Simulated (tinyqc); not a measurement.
## Ten-year voltage from two stress tests

Inverse problem. Lifetimes follow tau = t0 exp(B/Vd). Ten years are 3.15576e8 s. Find B, t0 and the drain voltage for ten years.

lifetimes at Vd = 4.4 and 4.9 V (s): 3.9e5  86377.3587

Answer. ln(tau) is linear in 1/Vd.

B = 65.00 V
t0 = 0.1497 s
ten-year voltage = 3.028 V

Program tinyqc, `OMP_NUM_THREADS=1 python tinyqc.py 2550161 2550162 out.jsonl`; Intel Xeon 2.30GHz, shared host, one thread, about 0.01 s.
